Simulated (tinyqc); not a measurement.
From one set of inputs to another, one input at a time: grain-boundary diffusion: Harrison regimes, Fisher and Le Claire analysis, Hart average. Computed by tinyqc, a small Python program. Command: `OMP_NUM_THREADS=1 python tinyqc.py 3001524 3001525 out.jsonl gbdiff ladder`. One thread of a shared host (Intel(R) Xeon(R) Processor @ 2.30GHz), about 0.01 s of CPU time with the checks.

A boundary is a slab of width delta with diffusivity D_b, normal to a surface held at constant concentration; it leaks into grains of diffusivity D.

The inputs printed are set A. Inputs not listed in the table keep their values of set A, so the rows need not describe a real material.

Inputs (values chosen for the exercise, for a model polycrystal):
```
quantity                          value   unit
lattice prefactor D0            7.3e-06  m^2/s
lattice activation energy E        3.52     eV
boundary prefactor D0b            2e-06  m^2/s
boundary activation energy E_b     1.95     eV
boundary width delta               0.68     nm
segregation factor s                 10      -
grain size d                      0.025     um
temperature T                      1670      K
time t                           330000      s
```

Constants: k_B = 8.617333262e-05 eV/K.

Method:
- D = D0 exp(-E/(k_B T)), D_b = D0b exp(-E_b/(k_B T)).
- Triple product P = s delta D_b.
- Hart average for parallel slabs: f = delta/d, D_eff = (s f D_b + (1 - f) D)/(1 - f + s f); share of the boundaries = s f D_b/(s f D_b + (1 - f) D); depth sqrt(D_eff t).

Each row keeps all changes above it:
```
input moved                                                                      from             to  D_eff (m^2/s)  share of the boundaries  depth sqrt(D_eff t) (um)
set A                                                                               -              -      5.699e-13                   0.9998                       434
temperature T (K)                                                                1670           1410      4.684e-14                   1.0000                       124
boundary prefactor D0b (m^2/s) and boundary activation energy E_b (eV)    2e-06, 1.95  3.9e-05, 1.69      7.762e-12                   1.0000                      1600
boundary width delta (nm)                                                        0.68           0.75      8.391e-12                   1.0000                      1664
lattice prefactor D0 (m^2/s) and lattice activation energy E (eV)       7.3e-06, 3.52  7.4e-05, 3.22      8.391e-12                   1.0000                      1664
time t (s)                                                                     330000         640000      8.391e-12                   1.0000                      2317
grain size d (um)                                                               0.025             68      4.146e-15                   0.9448                        52
```

D_eff goes from 5.70e-13 to 4.15e-15, a factor 0.00728 in all. The largest single move comes from grain size d (a factor 4.94e-4), and boundary prefactor D0b with boundary activation energy E_b works against it (a factor 166). Share of the boundaries goes from 1.000 to 0.945, a factor 0.945 in all. The largest single move comes from grain size d (a factor 0.945). Depth sqrt(D_eff t) goes from 434 to 51.5, a factor 0.119 in all. The largest single move comes from grain size d (a factor 0.0222), and boundary prefactor D0b with boundary activation energy E_b works against it (a factor 12.9). The single moves hold for this order of the switches; the total does not depend on the order.

Caution (rows grain size d): outside regime A (which needs sqrt(D t) above about 3 d) the Hart average and its depth are formal: they describe a profile only in regime A or at steady state.

Extremes, crossings and ranges named in words are read from the listed rows.
